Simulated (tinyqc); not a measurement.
From results back to parameters: density of states of one tight-binding band on the simple cubic lattice.

Problem. For E(k) = -2 t (c1 + c2 + c3) - 4 t2 (c1 c2 + c2 c3 + c3 c1), ci = cos(2 pi ki), two differences between symmetry points are known: Gamma = (0, 0, 0), X = (1/2, 0, 0), M = (1/2, 1/2, 0), R = (1/2, 1/2, 1/2).

E(X) - E(Gamma) = 6.9200 eV
E(M) - E(X) = 7.4000 eV

Find: t; t2; E(R) - E(M).

Solution. E(Gamma) = -6t - 12 t2, E(X) = -2t + 4 t2, E(M) = 2t + 4 t2, E(R) = 6t - 12 t2.

t = 1.850 eV
t2 = -0.030 eV
E(R) - E(M) = 7.880 eV

Computed by tinyqc, a small Python program: `OMP_NUM_THREADS=1 python tinyqc.py 1682792 1682793 out.jsonl` (the numbers bound the seed that draws the inputs); one thread of a shared host (Intel(R) Xeon(R) Processor @ 2.30GHz), about 0.2 s for the whole set of steps.
